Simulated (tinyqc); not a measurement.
Interlayer thickness: switching kinetics of a ferroelectric film and the memory window of a ferroelectric gate stack. Computed by tinyqc, a small Python program. Command: `OMP_NUM_THREADS=1 python tinyqc.py 3019897 3019898 out.jsonl feswitch walk`. One thread of a shared host (Intel(R) Xeon(R) Processor @ 2.30GHz), about 0.02 s of CPU time with the checks.

Fields in MV/cm; 1 microcoulomb/cm^2 over eps_0 is 11.29409 MV/cm. In the stack (metal, ferroelectric, interlayer, channel) the channel is taken as a conductor.

Inputs (values chosen for the exercise, for a model hafnia-based film):
```
quantity,value,unit
saturation polarisation P_s,22,microcoulomb/cm^2
ratio P_r/P_s,0.77,-
coercive field E_c,0.9,MV/cm
permittivity of the ferroelectric eps_F,28,-
thickness t_F,7.7,nm
permittivity of the interlayer eps_I,7.5,-
share s of P screened by trapped charge,0.71,-
pulse height V,6.2,V
breakdown field of the interlayer,11,MV/cm
```

Method. Series stack: V = E_F t_F + E_I t_I and eps_I E_I = eps_F E_F + (1 - s) P/eps_0. E_I is for P = +P_s at the pulse height, the depolarising field for P = +P_r at V = 0; V needed puts E_F = 1.5 E_c after switching.

Stack against t_I:
```
t_I (nm),E_F after (MV/cm),E_I (MV/cm),depolarising field / E_c,V needed (V)
0.3,6.7027,34.631,0.2796,1.4789
0.5,5.9787,31.928,0.4296,1.7719
0.8,5.0824,28.582,0.6153,2.2113
1.2,4.1438,25.078,0.8098,2.7972
1.6,3.4101,22.339,0.9618,3.3831
2.0,2.8210,20.139,1.0839,3.9690
3.0,1.7554,16.161,1.3047,5.4338
```

What does the comparison show, and why?

Each nanometre of interlayer costs 1.46 V, against 0.14 V for a nanometre of ferroelectric. The depolarising field grows from 0.28 to 1.30 E_c. At E_F = 1.5 E_c the interlayer carries (1.5 eps_F E_c + (1 - s) P_s/eps_0)/eps_I = 14.6 MV/cm whatever its thickness, above its breakdown field of 11 MV/cm, so the voltages in the last column could not be applied without breakdown. Caution: rows with E_I above the breakdown field of the interlayer cannot be reached without charge injection. Caution: where E_F after switching is below E_c the switching stalls before P_s, and where the depolarising field exceeds E_c the state switches back, so those rows describe states that are not held.
